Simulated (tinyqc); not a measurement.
# Input admittance of a MOSFET at zero drain bias: distributed channel and distributed gate, step by step

Numbers from tinyqc (`OMP_NUM_THREADS=1 python tinyqc.py 2262093 2262094 out.jsonl`; about 0.01 s on one thread of a shared Intel Xeon 2.30GHz). Printed values are rounded.

Source and drain grounded, strong inversion, w = 2 pi f, Cox = eps0 eox/tox. The channel is an RC line of resistance 1/(mu Cox Vo) per square fed from both ends, so one finger has the intrinsic admittance y = i w Cox L tanh(g)/g per width, g = (1/2) sqrt(i w tau), tau = L^2/(mu Vo). The vertical resistance rv/L is in series with y, the overlaps 2 i w Cov in parallel: y_t = 1/(1/y + rv/L) + 2 i w Cov. The gate strip is a line of Rsh/L per length loaded by y_t, so a finger has Y = y_t Wf tanh(k)/k, k = (Wf/sd) sqrt(y_t Rsh/L); the device has Nf Y.

Parameters, values chosen for the exercise; values of the order met in silicon radio-frequency transistors:
```
symbol  value        unit                                                                 meaning
eox      8.74              relative permittivity of the gate insulator (close to aluminium oxide)
tox        11          nm                                                     insulator thickness
L        0.58          um                                                          channel length
Wf        2.2          um                                                            finger width
Nf          8                                                                   number of fingers
mu        200  cm^2/(V s)                                                        channel mobility
Vo       0.21           V                                                          gate overdrive
Rsh       3.5  ohm/square                                            sheet resistance of the gate
rv          0    ohm um^2                                  vertical resistivity of the gate stack
sd          2                                       number of ends at which a finger is contacted
Cov      0.36       fF/um                             overlap and fringe capacitance on each side
f        0.84         GHz                                                               frequency
```

Constants: eps0 = 8.8541878128e-14 F/cm where lengths are in cm. Results are converted to the units shown.

## Low-frequency resistances and capacitance

Low-frequency limits, with c = Cox L and ct = c + 2 Cov: R_strip = Rsh Wf/(3 sd^2 L Nf), R_ch = (c/ct)^2 L/(12 mu Cox Vo Wf Nf), R_vert = (c/ct)^2 rv/(L Wf Nf), C = ct Wf Nf.

parts (ohm): strip 0.138290, channel 67.1531, vertical 0
sum = 67.2913 ohm
C = 84.4858 fF
1/(2 pi R C) = 27.9948 GHz

The channel term is the largest, 99.8 % of the sum.

## Admittance of the channel and stack per width

tau, g, c = Cox L, y and y_t as defined.

tau = 80.0952 ps
g = 0.229873+0.229873i
c = 4.08033 fF/um
y = 0.7573+21.5035i uS/um
y_t = 0.7573+25.3035i uS/um

w tau = 0.423, and Im y is 0.999 of w c.

## Input impedance of the device

k and Y as defined; Z = 1/(Nf Y) = R + 1/(i w C); Q = |Im Z|/R; signal at the point farthest from a contact |1/cosh k|.

k = (9.75632+9.46871i) x 1e-3
Nf Y = 0.013355+0.445341i mS
R = 67.2797 ohm
C = 84.4547 fF
Q = 33.3452
signal at the far point = 0.999997

R is 0.017 % below its low-frequency limit and C is 0.037 % below its own.
